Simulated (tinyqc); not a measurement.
Thermionic-field emission through a Schottky barrier, WKB: effect of temperature.

Metal on an n-type semiconductor with one parabolic valley; V > 0 is forward bias (metal positive). Energies E are counted from the conduction edge of the neutral semiconductor, whose Fermi level lies at -xi; that of the metal lies at -xi - V. The barrier is a parabola of height Vd = phi - xi - V (depletion approximation, no image force).

Nc = 2 (2 pi me m0 kB T/h^2)^1.5 (times 1e-6 for cm^-3); Nd = Nc F12(-xi/Vt), F12(x) = (2/sqrt(pi)) int_0^infinity sqrt(u)/(1 + exp(u - x)) du; E00 = (hbar/2) sqrt(Nd/(me m0 eps0 eps_r)) in SI units (volts). For E < Vd, ln T(E) = -(Vd/E00) [sqrt(1 - y) - y ln((1 + sqrt(1 - y))/sqrt(y))], y = E/Vd; T(E) = 1 above. J = A* T (q/kB) int_0^infinity T(E) N(E) dE, N = ln[(1 + exp((-xi - E)/Vt))/(1 + exp((-xi - V - E)/Vt))], A* = 4 pi q me m0 kB^2/h^3 (times 1e-4 for A/(cm^2 K^2)). The integral is converged to the digits shown; the share over the barrier is that of E > Vd, and 0 means below 1e-6 %. phi is held fixed. By a common rule of thumb, E00/Vt below 0.5 marks thermionic emission, 0.5 to 5 thermionic-field emission and above 5 field emission.

Inputs (values chosen for the exercise); band and dielectric values those of a made-up semiconductor: electron mass me = 0.462 m0; relative permittivity eps_r = 8.23; barrier height seen from the metal phi = 0.78 eV; donor density Nd = 1.2e19 cm^-3; bias V = 0.12 V.

Constants: q = 1.602176634e-19 C, kB = 1.380649e-23 J/K, eps0 = 8.8541878128e-12 F/m, hbar = 1.054571817e-34 J s, h = 6.62607015e-34 J s, m0 = 9.1093837015e-31 kg, Vt = kB T/q. Results are converted to the units shown.

Results:
```
T (K)  E00/Vt  J (A/cm^2)  share over the barrier (%)  mean E/Vd
60      6.379     0.02308                           0    0.03867
100     3.828     0.03481                           0    0.05348
150     2.552     0.07444                           0    0.08775
200     1.914      0.2024                           0     0.1443
250     1.531      0.6590                     2.60e-5     0.2211
400    0.9569       27.85                       0.149     0.4706
500    0.7655       232.0                        1.25     0.5929
```

Estimate the missing row, T = 300 K.

Computed row:
```
T (K)  E00/Vt  J (A/cm^2)  share over the barrier (%)  mean E/Vd
300     1.276       2.345                     1.73e-3     0.3080
```

With this row back in the table: J rises from 0.0231 to 232 A/cm^2, and the mean E/Vd rises from 0.0387 to 0.593, as E00/Vt falls from 6.38 (field emission) to 0.766 (thermionic-field emission). Between the first two rows J changes by a factor of 1.51, between the last two by 8.33.

Range of the model: The depletion approximation, a parabolic band and the neglect of image-force lowering make these currents estimates at high doping.

Computed by the program tinyqc: `OMP_NUM_THREADS=1 python tinyqc.py 2640160 2640161 out.jsonl`, one thread of a shared Intel Xeon 2.30GHz, about 0.06 s for the whole run.
